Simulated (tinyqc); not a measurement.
Schottky barrier on an n-type semiconductor, non-linear Poisson equation by Newton steps: one step of the calculation.

One dimension, metal at x = 0, donor density C(x) = Nd, uniform. Energies are counted from the electron Fermi level of the semiconductor and the conduction-band edge is Ec = -psi, so n = Nc exp(psi/Vt); holes follow the Fermi level of the metal, at -V, so p = Nv exp((V - psi - Eg)/Vt). Ends: psi(0) = V - phiB and psi = Vt ln(Nd/Nc) deep inside. Boltzmann statistics, full ionisation, no current, no image force in the Poisson equation.

Question. Check against the first integral. First integral for uniform doping: E_0^2 = (2 q/(eps0 eps_r)) [Nd (U - Vt + Vt exp(-U/Vt)) + Vt p_0], U = Vbi - V, Vbi = phiB - Vt ln(Nc/Nd), p_0 = Nv exp((phiB - Eg)/Vt) (deep holes neglected). Image-force lowering dphi = sqrt(q E_0/(4 pi eps0 eps_r)), at x_m = sqrt(q/(16 pi eps0 eps_r E_0)). Depletion approximation: E = sqrt(2 q Nd U/(eps0 eps_r)).

Inputs (values chosen for the exercise); band and dielectric values those of a made-up semiconductor:
- T = 450 K (temperature)
- Eg = 1.7 eV (band gap)
- eps_r = 11.2 (relative permittivity)
- Nc = 4.12e19 cm^-3 (conduction-band density of states at T)
- Nv = 2.7e19 cm^-3 (valence-band density of states at T)
- Nd = 3.6e15 cm^-3 (donor density deep in the semiconductor)
- phiB = 1.21 eV (barrier height)
- V = -2.2 V (bias of the metal against the semiconductor)

Constants: q = 1.602176634e-19 C, kB = 1.380649e-23 J/K, Vt = kB T/q, eps0 = 8.8541878128e-14 F/cm where lengths are in cm. Results are converted to the units shown.

Wanted: E_0; dphi; x_m; field in the depletion approximation.

Answer.

E_0 = 59.171 kV/cm
dphi = 27.582 mV
x_m = 2.3307 nm
field in the depletion approximation = 59.541 kV/cm

Computed by the program tinyqc: `OMP_NUM_THREADS=1 python tinyqc.py 2020103 2020104 out.jsonl`, one thread of a shared Intel Xeon 2.30GHz, about 0.04 s for the whole run.
